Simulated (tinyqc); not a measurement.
Worked calculation: sp3s* tight binding. Values are carried at full precision from step to step, so a last printed digit may differ when a step is redone from the rounded ones.

sp3s* tight binding, nearest neighbours only: anion (a) at 0, cation (c) at a/4 (1,1,1), orbitals s, px, py, pz, s* on each; k in units of 2 pi/a. With phases e_j = exp(i (pi/2) k.n_j) for n = (1,1,1), (1,-1,-1), (-1,1,-1), (-1,-1,1): g0 = (e1+e2+e3+e4)/4, g1 = (e1+e2-e3-e4)/4, g2 = (e1-e2+e3-e4)/4, g3 = (e1-e2-e3+e4)/4. The diagonal holds the levels Esa, Epa, Exa (s*) and Esc, Epc, Exc. Anion-cation block: <sa|sc> = Vss g0; <sa|xc> = Vsapc g1; <xa|sc> = -Vscpa g1; <xa|xc> = Vxx g0; <xa|yc> = <ya|xc> = Vxy g3, <xa|zc> = <za|xc> = Vxy g2, <ya|zc> = <za|yc> = Vxy g1; <s*a|xc> = Vxapc g1; <xa|s*c> = -Vpaxc g1; y and z take g2 and g3 in place of g1; s-s* and s*-s* vanish.

Constants: hbar^2/2m0 = 3.80998211 eV angstrom^2.

Parameters, chosen for this exercise (near a published set for AlAs, fitted to gaps, whose masses and valley positions are rough; shifted at random, so the results belong to these values and not to a real crystal): k = (0.25, 0.25, 0.25) 2 pi/a (wave vector); Esa = -7.417 eV (s level of the anion); Epa = 0.975 eV (p level of the anion); Esc = -1.147 eV (s level of the cation); Epc = 3.549 eV (p level of the cation); Exa = 7.524 eV (s* level of the anion); Exc = 6.73 eV (s* level of the cation); Vss = -6.719 eV (s-s); Vxx = 1.87 eV (px-px); Vxy = 4.313 eV (px-py); Vsapc = 5.045 eV (s anion, p cation); Vscpa = 5.449 eV (s cation, p anion); Vxapc = 4.514 eV (s* anion, p cation); Vpaxc = 4.997 eV (p anion, s* cation); a = 5.659 angstrom (lattice constant).

## Phase sums

Form g0 to g3 at this k.

g0, g1, g2, g3: 0.78858-0.05604i  -0.13530+0.32664i  -0.13530+0.32664i  -0.13530+0.32664i

## The Hamiltonian without spin-orbit coupling

Fill in the 10 x 10 matrix.

H(k) (eV), lower triangle (Hermitian):
```
                  sa               xa               ya               za              s*a       sc
sa           -7.4170
xa                 0           0.9750
ya                 0                0           0.9750
za                 0                0                0           0.9750
s*a                0                0                0                0           7.5240
sc   -5.2985-0.3766i   0.7372+1.7799i   0.7372+1.7799i   0.7372+1.7799i                0  -1.1470
xc   -0.6826-1.6479i   1.4746+0.1048i  -0.5835-1.4088i  -0.5835-1.4088i  -0.6107-1.4745i        0
yc   -0.6826-1.6479i  -0.5835-1.4088i   1.4746+0.1048i  -0.5835-1.4088i  -0.6107-1.4745i        0
zc   -0.6826-1.6479i  -0.5835-1.4088i  -0.5835-1.4088i   1.4746+0.1048i  -0.6107-1.4745i        0
s*c                0   0.6761+1.6322i   0.6761+1.6322i   0.6761+1.6322i                0        0

         xc      yc      zc     s*c
xc   3.5490
yc        0  3.5490
zc        0       0  3.5490
s*c       0       0       0  6.7300
```

## Levels at this k

Diagonalise H, which belongs to k = (0.25, 0.25, 0.25) (2 pi/a). Four bands are filled (two electrons each); give the make-up of band 5, the lowest empty one.

levels (eV): -11.1015  -3.4647  -0.5987  -0.5987  3.0362  4.0326  5.1227  5.1227  8.1824  9.5291

weights of band 5: s 0.467, p 0.361, s* 0.173

weight of band 5 on atom a = 0.326

The vertical gap at this k is 3.6349 eV; band 5 is mostly s-like.

## Levels at Gamma

At k = 0 only g0 = 1 is left and H falls into 2 x 2 blocks [[E_a, V], [V, E_c]] with roots (E_a + E_c)/2 -/+ sqrt(((E_a - E_c)/2)^2 + V^2); the s* levels stay uncoupled. The direct gap runs from the highest lower root of the p blocks to the lowest upper root.

Blocks at Gamma (eV):

| block | E_a | E_c | V | lower root | upper root |
|---|---|---|---|---|---|
| s (Gamma1) | -7.4170 | -1.1470 | -6.7190 | -11.6964 | 3.1324 |
| p (Gamma15) | 0.9750 | 3.5490 | 1.8700 | -0.0081 | 4.5321 |

direct gap at Gamma = 3.1405 eV

The lowest empty level at Gamma is s-like.

## Bands near the gap

Diagonalise at L = (1/2,1/2,1/2), X = (1,0,0), W = (1,1/2,0), K = (3/4,3/4,0) and at the fractions named between them; energies from the top of the valence band at Gamma; 4 bands are filled.

Levels (eV):

| k | level 2 | level 3 | level 4 | level 5 | level 6 |
|---|---|---|---|---|---|
| L | -6.020 | -1.079 | -1.079 | 2.689 | 3.441 |
| L-G 0.5 | -3.457 | -0.591 | -0.591 | 3.044 | 4.041 |
| G | 0.000 | 0.000 | 0.000 | 3.140 | 4.540 |
| G-X 0.2 | -0.934 | -0.298 | -0.298 | 3.485 | 4.032 |
| G-X 0.4 | -2.683 | -0.950 | -0.950 | 3.090 | 3.739 |
| G-X 0.6 | -4.435 | -1.608 | -1.608 | 2.489 | 3.425 |
| G-X 0.7 | -5.205 | -1.871 | -1.871 | 2.326 | 3.191 |
| G-X 0.8 | -5.850 | -2.068 | -2.068 | 2.258 | 2.954 |
| G-X 0.9 | -6.304 | -2.190 | -2.190 | 2.267 | 2.754 |
| X | -6.473 | -2.231 | -2.231 | 2.292 | 2.663 |
| W | -6.473 | -2.231 | -2.231 | 2.292 | 2.663 |
| K | -6.408 | -2.406 | -1.889 | 2.346 | 2.702 |
| K-G 0.5 | -4.107 | -1.473 | -0.653 | 3.229 | 3.337 |

On these points the lowest empty level is lowest at G-X 0.8, 2.258 eV above the top.

## Valleys and masses

The lowest conduction level at Gamma, at its minimum on (x,0,0) for x from 0.5 to 1, and at the point L (L, and X where the search ends there, need not be minima in this model; a zero or negative inverse mass shows it). Inverse masses m0/m = (E(+h) + E(-h) - 2 E)/(2 c q^2) with c = hbar^2/2m0, q = h 2 pi/a, h = 0.002; longitudinal along the valley axis ([100] at Gamma and Delta, [111] at L), transverse along [010] or [1-10]. A dash: the next level lies within 0.15 eV, so a single mass has no use there.

Valleys:

| valley | x (2 pi/a) | E - Ev (eV) | m0/m_l | m0/m_t |
|---|---|---|---|---|
| Gamma | 0.0000 | 3.1405 | 3.13 | 3.13 |
| Delta | 0.8329 | 2.2545 | 0.72 | 0.25 |
| L | 0.5000 | 2.6894 | 0.10 | 0.26 |

Of these three the lowest is the Delta line, which makes the gap indirect, 2.2545 eV. At Delta m0/m_t is 0.25. This nearest-neighbour model is fitted to gaps: it places the Delta minimum and the masses at Delta and L only roughly (transverse masses can be several times too heavy), and since its bands are flat from X to W the transverse mass grows too heavy towards X; d orbitals or second neighbours cure this.

## Checks

- Direct gap at Gamma from the blocks against the full matrix: both 3.14047.

Run: tinyqc, `OMP_NUM_THREADS=1 python tinyqc.py 1481345 1481346 out.jsonl`; Intel(R) Xeon(R) Processor @ 2.30GHz, one thread, shared host; about 0.07 s of CPU time with all checks.
